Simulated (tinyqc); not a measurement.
Worked calculation: coherent transport through a tight-binding region between two chains. One step of it, computed by the program tinyqc.

Question. Transmission at E = -0.9 eV. Surface Green function g = (E - i sqrt(4 t^2 - E^2)) / (2 t^2); self-energy tc^2 g on each contact site; G = (E - H - Sigma)^(-1); Gamma = -2 Im Sigma; T = Gamma_L Gamma_R |G_LR|^2; local density of states -Im G_ii / pi.

H of the central region (eV):
```
[[0.000000, -1.430000, 0.000000, 0.000000, 0.000000, 0.000000],
 [-1.430000, 0.370000, -1.070000, 0.000000, 0.000000, 0.000000],
 [0.000000, -1.070000, 0.370000, -1.540000, 0.000000, 0.000000],
 [0.000000, 0.000000, -1.540000, 0.370000, -1.070000, 0.000000],
 [0.000000, 0.000000, 0.000000, -1.070000, 0.370000, -0.740000],
 [0.000000, 0.000000, 0.000000, 0.000000, -0.740000, 0.000000]]
```

Leads: semi-infinite chains with site energy 0:
```
parameter                           value
lead hopping t (eV)              1.220000
coupling to the left lead (eV)   0.720000
coupling to the right lead (eV)  1.430000
left contact site                       1
right contact site                      6
```

E = -0.900000 eV

Give: g; G; local density of states; transmission.

Answer.

g = -0.3023-0.7619i 1/eV

G (1/eV):
```
[[0.8796-0.8056i, 0.9340-0.6617i, -0.0670+0.2913i, -0.7042+0.7000i, -0.7394+0.4115i, -0.2508-0.3058i],
 [0.9340-0.6617i, 0.3027-0.6019i, 0.0457+0.1699i, -0.1727+0.5583i, -0.2707+0.4181i, -0.2148-0.0897i],
 [-0.0670+0.2913i, 0.0457+0.1699i, 0.1437-0.1877i, 0.7361-0.2728i, 0.6669-0.0537i, 0.0802+0.3023i],
 [-0.7042+0.7000i, -0.1727+0.5583i, 0.7361-0.2728i, 0.7270-0.6129i, 0.7380-0.3348i, 0.2154+0.3116i],
 [-0.7394+0.4115i, -0.2707+0.4181i, 0.6669-0.0537i, 0.7380-0.3348i, -0.0839-0.3201i, 0.1402-0.0652i],
 [-0.2508-0.3058i, -0.2148-0.0897i, 0.0802+0.3023i, 0.2154+0.3116i, 0.1402-0.0652i, -0.0707-0.5625i]]
```

local density of states (1/eV): [0.2564, 0.1916, 0.0597, 0.1951, 0.1019, 0.1790]

transmission = 0.3850
